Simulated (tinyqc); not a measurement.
Worked calculation: Hueckel theory of the pi electrons with the omega technique, for the molecule Nc1ccc2c(c1)C=C2 (SMILES; centres numbered as the heavy atoms are written). One step of it, computed by the program tinyqc.

Question. Orbitals, round 1. Diagonalise; E = alpha + x beta with beta < 0, so the largest x are filled first; degenerate levels share their electrons. P = sum n_i c_ri c_si; each orbital has its largest coefficient positive (the first on a tie).

Hueckel matrix in units of beta (H = alpha + beta A), lower triangle:
```
,1N,2C,3C,4C,5C,6C,7C,8C,9C
1N,1.500000
2C,0.800000,0.000000
3C,0.000000,1.000000,0.000000
4C,0.000000,0.000000,1.000000,0.000000
5C,0.000000,0.000000,0.000000,1.000000,0.000000
6C,0.000000,0.000000,0.000000,0.000000,1.000000,0.000000
7C,0.000000,1.000000,0.000000,0.000000,0.000000,1.000000,0.000000
8C,0.000000,0.000000,0.000000,0.000000,0.000000,1.000000,0.000000,0.000000
9C,0.000000,0.000000,0.000000,0.000000,1.000000,0.000000,0.000000,1.000000,0.000000
```

pi electrons, sum of z_r less the charge = 10

Give: x values; occupations; coefficients; charge and bond-order matrix P.

Answer.

x values: 2.411  1.978  1.229  0.976  0.220  -0.295  -1.110  -1.544  -2.365

occupations: 2.000  2.000  2.000  2.000  2.000  0.000  0.000  0.000  0.000

coefficients:
```
,MO1,MO2,MO3,MO4,MO5,MO6,MO7,MO8,MO9
1N,0.296,0.694,-0.389,-0.449,-0.174,-0.133,0.070,-0.151,-0.050
2C,0.338,0.414,0.132,0.294,0.279,0.299,-0.229,0.576,0.243
3C,0.257,0.178,0.558,0.040,0.363,-0.243,-0.308,-0.501,-0.229
4C,0.281,-0.061,0.554,-0.255,-0.199,-0.227,0.570,0.198,0.299
5C,0.422,-0.300,0.123,-0.289,-0.407,0.310,-0.325,0.196,-0.477
6C,0.434,-0.244,-0.236,0.297,-0.314,-0.376,-0.332,-0.164,0.479
7C,0.320,0.086,-0.085,0.606,-0.162,0.262,0.506,-0.267,-0.306
8C,0.305,-0.269,-0.328,-0.027,0.500,-0.461,0.189,0.324,-0.351
9C,0.302,-0.288,-0.167,-0.324,0.424,0.512,0.123,-0.337,0.350
```

charge and bond-order matrix P, lower triangle:
```
,1N,2C,3C,4C,5C,6C,7C,8C,9C
1N,1.904
2C,0.311,0.934
3C,-0.197,0.694,1.084
4C,-0.051,0.024,0.576,0.989
5C,0.140,-0.328,-0.072,0.720,1.064
6C,-0.055,0.028,-0.332,-0.014,0.539,0.983
7C,-0.113,0.531,0.031,-0.169,-0.021,0.739,1.022
8C,-0.087,0.160,0.056,-0.344,-0.053,0.221,0.010,1.047
9C,0.053,-0.033,0.148,0.017,0.228,0.022,-0.359,0.890,0.973
```
